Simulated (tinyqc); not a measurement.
## Ballast resistance and gain from the on-state line

Inverse problem. At high current V = BV (1 + be)^(-1/n) + I Ro. Find Ro, the intercept and be.

Values chosen for this exercise: junction breakdown voltage BV = 7.5 V; exponent of the multiplication n = 4.8.

V at I = 5.7 and 11.3 mA/um (V): [5.7078923, 6.7158923]

Answer. The slope is Ro; the intercept over BV is (1 + be)^(-1/n).

Ro = 180 ohm um
intercept = 4.68 V
be = 8.60

Program tinyqc, `OMP_NUM_THREADS=1 python tinyqc.py 2670056 2670057 out.jsonl`; Intel Xeon 2.30GHz, shared host, one thread, about 0.01 s.
